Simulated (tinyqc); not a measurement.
Inside a calculation. Method: one-electron ion in a basis of Gaussians. Computed by tinyqc, a small Python program that keeps every step. Settings: Z = 4, l = 0. Command: `OMP_NUM_THREADS=1 python tinyqc.py 31646 31647 out.jsonl` (the two numbers bound the seeds that draw the settings). One thread of a shared host (Intel(R) Xeon(R) Processor @ 2.60GHz), about 0.01 s of CPU time with the checks.

## Matrices over normalised Gaussians

exponents of r^l exp(-a r^2) (1/bohr^2): 1.3820  6.6540  32.0300

Z = 4

l = 0

With p = a_i + a_j and I(k) = Gamma((k+1)/2) / (2 p^((k+1)/2)): S = I(2l+2), T = (2l+3) a_i a_j S / p, V = -Z I(2l+1), each divided by sqrt(S_ii S_jj).

S:
```
        1       2       3
1  1.0000  0.6557  0.2513
2  0.6557  1.0000  0.6557
3  0.2513  0.6557  1.0000
```

T (hartree):
```
        1        2        3
1  2.0730   2.2509   0.9989
2  2.2509   9.9810  10.8382
3  0.9989  10.8382  48.0450
```

V (hartree):
```
         1         2         3
1  -7.5038   -8.3891   -6.5570
2  -8.3891  -16.4654  -18.4081
3  -6.5570  -18.4081  -36.1251
```

## Generalised eigenproblem

H = T + V (hartree):
```
         1        2        3
1  -5.4308  -6.1382  -5.5581
2  -6.1382  -6.4844  -7.5699
3  -5.5581  -7.5699  11.9199
```

Solve H C = S C e through S^(-1/2); each column has its largest component positive (the first on a tie).

eigenvalues of S: 0.1899  0.7487  2.0614

eigenvalues (hartree): -7.8775  0.3860  38.5373

coefficients:
```
        1        2        3
1  0.4404   1.2329   0.4806
2  0.5630  -1.0355  -1.3444
3  0.1480  -0.0978   1.3834
```

For Z = 4 and l = 0 the exact lowest level is -Z^2/(2 n^2) with n = l + 1: -8.000000 hartree.
